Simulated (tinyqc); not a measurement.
Bias-temperature instability, empirical power law with universal recovery: effect of the time exponent at a fixed measured point.

Threshold-voltage shift at the end of a stress: dV = A (V/V0)^g exp[-(Ea q/kB)(1/T - 1/T0)] (t/1 s)^n. After a delay tr the permanent share pp stays and the rest falls by r = 1/(1 + B (tr/t)^be). An empirical model: its parameters are fits, not properties.

The lifetime solves dV = dc; ten years are 3.15576e8 s. A is rescaled so that the shift at ts, V0 and T0 stays the same.

Parameters, values chosen for the exercise:

| symbol | value | unit | meaning |
|---|---|---|---|
| V0 | 1.5 | V | reference stress voltage |
| T0 | 373 | K | reference temperature |
| A | 23 | mV | shift after 1 s at V0 and T0 |
| n | 0.18 |  | time exponent |
| g | 6.1 |  | voltage exponent |
| Ea | 0.12 | eV | apparent activation energy of the shift |
| V | 0.78 | V | use voltage |
| T | 378 | K | use temperature |
| dc | 70 | mV | failure criterion |
| ts | 10000 | s | stress time |

Constants: q = 1.602176634e-19 C, kB = 1.380649e-23 J/K. Results are converted to the units shown.

Result of one run:
```
nx,A (mV),shift after ten years (mV),lifetime (years)
0.15,30.32,11.11,2.136e6
```

What becomes of these results when the assumed time exponent nx is changed from 0.15 to 0.3, all else the same?

Result of the changed run:
```
nx,A (mV),shift after ten years (mV),lifetime (years)
0.3,7.616,52.54,26.02
```

The whole series:
```
nx,A (mV),shift after ten years (mV),lifetime (years)
0.1,48.05,6.618,1.754e11
0.125,38.17,8.574,1.974e8
0.15,30.32,11.11,2.136e6
0.175,24.08,14.39,8.423e4
0.2,19.13,18.65,7454
0.225,15.20,24.16,1131
0.25,12.07,31.30,250.1
0.275,9.588,40.56,72.78
0.3,7.616,52.54,26.02
```

The ten-year shift rises from 6.62 to 52.5 mV and the lifetime falls from 1.75e11 to 26.0 years: an error of 0.025 in the exponent changes the shift by a factor of 1.30 over the 4.50 decades from ts to ten years. For nx = 0.1, 0.125, 0.15, 0.175, 0.2, 0.225 the lifetime is a formal extrapolation far beyond any test.

Program tinyqc, `OMP_NUM_THREADS=1 python tinyqc.py 2070094 2070095 out.jsonl`; Intel Xeon 2.30GHz, shared host, one thread, about 0.01 s.
